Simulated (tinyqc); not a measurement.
Undoped symmetric double-gate MOSFET, analytic potential model: effect of the temperature.

An undoped body of thickness ts between two equal insulators and tied gates; long channel, electrons only, n = ni exp((psi - V)/Vt) with V the quasi-Fermi potential (0 at the source, Vd at the drain), constant mobility, no quantisation. Across the body psi(x) = V - 2 Vt ln[(ts/(2 beta)) sqrt(q ni/(2 eps0 eps_r Vt)) cos(2 beta x/ts)], x from the centre. Q is the electron charge per area of the whole body.

Nc and Nv are given at 400 K and scale as (T/400 K)^1.5; Eg and mu are held fixed. ni = sqrt(Nc Nv) exp(-Eg/(2 Vt)), Eg in volts; r = eps_r tox/(eox ts); V0 = dphi + 2 Vt ln[(2/ts) sqrt(2 eps0 eps_r Vt/(q ni))]. beta (between 0 and pi/2) solves (Vg - V0 - V)/(2 Vt) = ln(beta) - ln(cos beta) + 2 r beta tan(beta). Q = 8 eps0 eps_r Vt beta tan(beta)/ts; I = mu (1/L)(4 eps0 eps_r/ts)(2 Vt)^2 [g(beta_s) - g(beta_d)] per width, g = beta tan(beta) - beta^2/2 + r beta^2 tan^2(beta), with beta_s at V = 0 and beta_d at V = Vd.  I(low) is taken at Vg = 0.3 V, Qs and I(high) at Vg = 1.05 V.

Values chosen for this exercise; material values close to those of silicon:
```
symbol,value,unit,meaning
Eg,1.14,eV,band gap
eps_r,11.8,,relative permittivity of the semiconductor
Nc,4.3e19,cm^-3,conduction-band density of states at the reference temperature
Nv,4.13e19,cm^-3,valence-band density of states at the reference temperature
eox,22.6,,relative permittivity of the gate insulator
tox,3.9,nm,insulator thickness
ts,20,nm,body thickness
dphi,0.14,V,gate work function less that of the intrinsic body
mu,140,cm^2/(V s),channel mobility
L,0.2,um,gate length
Vd,0.5,V,drain voltage
```

Constants: q = 1.602176634e-19 C, kB = 1.380649e-23 J/K, Vt = kB T/q, eps0 = 8.8541878128e-14 F/cm where lengths are in cm. Results are converted to the units shown.

Results:
```
T (K)   V0 (V)  I(low) (nA/um)  Qs(high) (nC/cm^2)  I(high) (uA/um)
220    0.62959       2.9619e-5              2911.5           363.93
250    0.61724       5.4632e-4              2904.4           372.10
310    0.59211        0.037215              2910.1           392.52
340    0.57935         0.18161              2921.1           404.35
370    0.56647         0.69769              2936.5           417.06
400    0.55349          2.2236              2955.8           430.50
430    0.54041          6.1063              2978.5           444.58
```

Estimate the missing row, T = 280 K.

Computed row:
```
T (K)   V0 (V)  I(low) (nA/um)  Qs(high) (nC/cm^2)  I(high) (uA/um)
280    0.60475       0.0055725              2904.3           381.71
```

With this row back in the table: As T goes from 220 to 430 K, I(low) rises from 2.96e-5 to 6.11 nA/um and I(high) rises from 364 to 445 uA/um. V0 falls from 0.630 to 0.540 V. In every row the surface density at the source at the higher gate voltage passes 0.3 Nc, where Boltzmann statistics fail. For T = 250 to 430 K mu V/L at the higher gate voltage, with V the smaller of Vd and Vg - V0, passes 3e6 cm/s, so velocity saturation would lower the current. In every row the mobility is held fixed, though a real one changes with T.

Computed by the program tinyqc: `OMP_NUM_THREADS=1 python tinyqc.py 2440117 2440118 out.jsonl`, one thread of a shared Intel Xeon 2.30GHz, about 0.03 s for the whole run.
